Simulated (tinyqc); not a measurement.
Ballistic transport through the one-dimensional subbands of a rectangular nanowire or nanosheet channel: one step, computed by the program tinyqc. Command: `OMP_NUM_THREADS=1 python tinyqc.py 3012401 3012402 out.jsonl wire walk`. One thread of a shared host (Intel(R) Xeon(R) Processor @ 2.30GHz), about 0.04 s of CPU time with the checks.

Hard walls, parabolic subbands, transport along x. Energies are counted from the bulk conduction band edge at the top of the barrier, which the gate pulls down by U; the source Fermi level lies at the bulk edge when U = 0.

Task: Subbands. E_pq = (hbar^2 pi^2/2)(p^2/(m_y b^2) + q^2/(m_z a^2)); valley pairs: (m_x, m_y, m_z) = (m_t, m_t, m_l), (m_t, m_l, m_t), (m_l, m_t, m_t), each with degeneracy g = 2; the 10 lowest subbands are kept.

Inputs (values chosen for the exercise, modelled on silicon):
```
quantity,value,unit
light mass m_t,0.2,m_0
heavy mass m_l,0.933,m_0
height a,2.6,nm
width b,5.4,nm
```

Valleys: silicon [100] wire.

Constants: hbar^2/(2 m_0) = 3.80998212 eV angstrom^2; k_B = 8.617333262e-05 eV/K.

Give: Subbands.

Result:

Subbands:
```
valley axis,p,q,E (meV),m_x (m_0)
z,1,1,124.10,0.200
y,1,1,291.95,0.200
z,1,2,302.96,0.200
z,2,1,317.53,0.200
y,2,1,333.41,0.200
x,1,1,342.61,0.933
y,3,1,402.52,0.200
z,2,2,496.39,0.200
y,4,1,499.27,0.200
x,2,1,536.04,0.933
```
